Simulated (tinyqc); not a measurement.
Hot carriers by balance equations with a heated Maxwellian: one step, computed by the program tinyqc.

The carriers follow a Maxwellian at an electron temperature T_e, slightly displaced; the drift energy is neglected against k_B T_e. The balance averages the rate, not the time, so mu_0 lies below the relaxation-time value.

Question. Drift velocity. Parabolic band: E = hbar^2 k^2/(2 m), speed v = hbar k/m, states per spin, volume and energy g(E) = m k/(2 pi^2 hbar^2). Masses are multiplied by m_0 and all formulas are in SI units. Phonon occupation N_q = 1/(exp(hbar w/(k_B T)) - 1). Acoustic deformation potential (elastic, equipartition, absorption and emission together): 1/tau = 2 pi k_B T D_A^2 g(E)/(hbar rho v_l^2). Optical or intervalley deformation potential: 1/tau = (pi Z_f D_o^2/(rho w)) [N_q g(E + hbar w) + (N_q + 1) g(E - hbar w)], with g = 0 below the band edge. Averages over the Maxwellian, <y> = int y x^(1/2) exp(-x) dx / int x^(1/2) exp(-x) dx with x = E/(k_B T_e), split at x_0 = hbar w/(k_B T_e): 64 Gauss-Legendre points in sqrt(x) below it and 128 in sqrt(x - x_0) above it, up to x = 32. Momentum balance: mu(T_e) = e/(m nu), nu = <x (sum of rates)>/<x>. Power lost per carrier: P(T_e) = hbar w <emission rate - absorption rate> + <(2 m v_l^2/(k_B T)) (E - 2 k_B T) acoustic rate>. v = mu(T_e) F; warm-carrier coefficient (mu/mu_0 - 1)/F^2.

Inputs (values chosen for the exercise, modelled on holes in silicon): effective mass m = 0.494 m_0; density rho = 2329 kg/m^3; sound velocity v_l = 9290 m/s; acoustic deformation potential D_A = 5.6 eV; phonon energy hbar w = 65.2 meV; optical or intervalley deformation potential D_o = 9.1 1e8 eV/cm; final valleys Z_f = 1; lattice temperature T = 400 K; electric field F = 4.3 kV/cm.

Band: parabolic. Solver: damped fixed point.

electron temperature T_e = 421.5342 K

low-field mobility mu_0 = 491.7177 cm^2/(V s)

Constants: k_B = 8.617333262e-05 eV/K; k_B = 1.380649e-23 J/K; e = 1.602176634e-19 C; hbar = 1.054571817e-34 J s; m_0 = 9.1093837015e-31 kg; hbar = 6.582119569e-16 eV s.

Give: mobility mu(T_e); drift velocity; mu/mu_0; (mu/mu_0 - 1)/F^2.

Answer.

mobility mu(T_e) = 468.7 cm^2/(V s)

drift velocity = 0.2015 1e7 cm/s

mu/mu_0 = 0.9532

(mu/mu_0 - 1)/F^2 = -0.002532 cm^2/kV^2

Caution: the drift energy m v^2/2 is not small against the heating (3/2) k_B (T_e - T), so T_e - T is rough.
